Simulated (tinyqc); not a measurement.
The whole curve: space-charge-limited current through a thin insulating or semi-insulating film with traps. Computed by tinyqc, a small Python program. Command: `OMP_NUM_THREADS=1 python tinyqc.py 3024093 3024094 out.jsonl sclc walk`. One thread of a shared host (Intel(R) Xeon(R) Processor @ 2.30GHz), about 0.01 s of CPU time with the checks.

One ohmic injecting contact at x = 0 (field zero), drift only, non-degenerate free carriers.

Inputs (values chosen for the exercise, modelled on semi-insulating GaAs):

| quantity | value | unit |
|---|---|---|
| permittivity eps | 12.9 | - |
| band mobility mu | 3700 | cm^2/(V s) |
| effective density of states N_c | 4.4e+17 | 1/cm^3 |
| trap density N_t | 5.3e+15 | 1/cm^3 |
| equilibrium Fermi level below the band edge, E_0 | 0.82 | eV |
| thickness d | 1700 | nm |
| free density at the anode, in units of N_c | 8.5e-09 | - |
| temperature T | 400 | K |
| trap level E_t below the band edge | 0.3 | eV |

Traps: single level.

Constants: k_B = 8.617333262e-05 eV/K; e = 1.602176634e-19 C; eps_0 = 8.8541878128e-12 F/m.

Method:
- Free density n_0 = N_c exp(-E_0/k_B T) in equilibrium; trapped density n_t(n) = N_t/(1 + n_1/n), n_1 = N_c exp(-E_t/k_B T).
- theta = n/(n + n_t) at the anode density; trap-filled-limit voltage V_TFL = e (N_t - n_t(n_0)) d^2/(2 eps eps_0).
- J = e mu n F and (eps eps_0/e) dF/dx = n - n_0 + n_t(n) - n_t(n_0) = rho(n). With F = J/(e mu n): d = (eps eps_0 J/(e^2 mu)) I_1 and V = (eps eps_0 J^2/(e^3 mu^2)) I_2, I_k = int_(n_L)^infinity dn/(n^(k+1) rho(n)), n_L the density at the anode; with u = n_L/n, 200 Gauss-Legendre points in t, u = 1 - (1 - t)^2.
- The last column is d ln J/d ln V up to the next row.

V_TFL = 10.7428 V

Current against voltage:

| n_L (1/cm^3) | V (V) | J (A/cm^2) | slope |
|---|---|---|---|
| 2.20e+07 | 2.6184e-06 | 2.4869e-10 | 1.6903 |
| 1.50e+08 | 5.4799e-05 | 4.2472e-08 | 1.9695 |
| 1.10e+09 | 4.3254e-04 | 2.4848e-06 | 1.9960 |
| 7.50e+09 | 2.9762e-03 | 1.1674e-04 | 2.0003 |
| 5.20e+10 | 2.0633e-02 | 5.6137e-03 | 2.0065 |
| 3.70e+11 | 1.4528e-01 | 2.8186e-01 | 2.0455 |
| 2.60e+12 | 9.5042e-01 | 1.3138e+01 | 2.2914 |
| 1.80e+13 | 4.4695e+00 | 4.5623e+02 | 3.4700 |
| 1.30e+14 | 1.0341e+01 | 8.3823e+03 | 4.4861 |
| 8.90e+14 | 1.7783e+01 | 9.5394e+04 | 2.8215 |
| 6.30e+15 | 4.9520e+01 | 1.7157e+06 | 2.1631 |
| 4.40e+16 | 2.5430e+02 | 5.9084e+07 | - |

The slope starts at 1.69, peaks at 4.5 between 10.3 and 17.8 V and ends at 2.16. Rows below 0.34 V (10 k_B T/e) are formal, since diffusion from the contact rules there. Self-heating is left out, although J V exceeds 1e5 W/cm^2 at the last row. The last rows ignore velocity saturation (mu V/d above 1e7 cm/s). The steep part is the filling of the level near V_TFL = 10.7 V, from which N_t can be read; below it a slope near 2, where the rows show one, belongs to the square law scaled by theta.

Extremes, crossings and ranges named in words are read from the listed rows.
